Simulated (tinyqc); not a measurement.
Surface potential of a MOS transistor: implicit equation and explicit approximations: two steps of the calculation.

p-type body, charge-sheet picture, depletion and inversion only, full ionisation (an idealisation for deep acceptors), Boltzmann statistics (rough once Na exp(x - xn) passes about Nc/7). In units of Vt: xg = (Vg - Vfb)/Vt, x = psi/Vt, G = gamma/sqrt(Vt), xn = (2 phiF + Vc)/Vt. The implicit equation is (xg - x)^2 = G^2 [x - 1 + exp(x - xn)] for x above about 3. Cox = eps0 eox/tox.

Inputs (values chosen for the exercise); band and dielectric values close to those of silicon:

| symbol | value | unit | meaning |
|---|---|---|---|
| T | 350 | K | temperature |
| Eg | 1.1 | eV | band gap |
| eps_r | 11.9 |  | relative permittivity |
| Nc | 3.49e19 | cm^-3 | conduction-band density of states at T |
| Nv | 3.3e19 | cm^-3 | valence-band density of states at T |
| eox | 25.4 |  | relative permittivity of the gate insulator (close to zirconium oxide) |
| tox | 36 | nm | insulator thickness |
| Na | 3.8e17 | cm^-3 | acceptor density |
| Vfb | -0.63 | V | flat-band voltage |
| Vc | 0.5 | V | channel-body voltage |
| Vg | 2.18 | V | gate-body voltage |

Constants: q = 1.602176634e-19 C, kB = 1.380649e-23 J/K, Vt = kB T/q, eps0 = 8.8541878128e-14 F/cm where lengths are in cm. Results are converted to the units shown.

Task 1. Scales. ni = sqrt(Nc Nv) exp(-Eg/(2 Vt)), Eg in volts; phiF = Vt ln(Na/ni); gamma = sqrt(2 q eps0 eps_r Na)/Cox; VT = Vfb + Vt (xn + G sqrt(xn - 1)).

Give: phiF; gamma; G; xn; VT; xg.

Result 1.

phiF = 0.41452 V
gamma = 0.57336 V^0.5
G = 3.3015
xn = 44.065
VT = 1.3525 V
xg = 93.168

Task 2. Explicit approximation. Depletion value a = 1 + [sqrt(G^2/4 + xg - 1) - G/2]^2; inversion value b = xn + ln[(xg - xn)^2/G^2 - xn + 1] and first guess y = min(a, b) - ln(1 + exp(-|a - b|)) if a > xn + 1, else b = y = a; one second-order correction with D = exp(y - xn), p = 2 (xg - y) + G^2 (1 + D), w = (xg - y)^2 - G^2 (y - 1 + D): z = y + 2 w/(p + sqrt(p^2 - 2 (2 - G^2 D) w)), or the Newton step z = y + w/p where the root is not real.

G = 3.3014857
xn = 44.065063
xg = 93.167703

Find: a; b; y; p; w; z.

Result 2.

a = 66.46
b = 49.25
y = 49.25
p = 2040
w = -538.6
z = 48.94

The root of the implicit equation is x = 48.9440; y misses it by 0.30 and z by -0.0058, in units of Vt.

Computed by the program tinyqc: `OMP_NUM_THREADS=1 python tinyqc.py 2122191 2122192 out.jsonl`, one thread of a shared Intel Xeon 2.30GHz, about 0.01 s for the whole run.
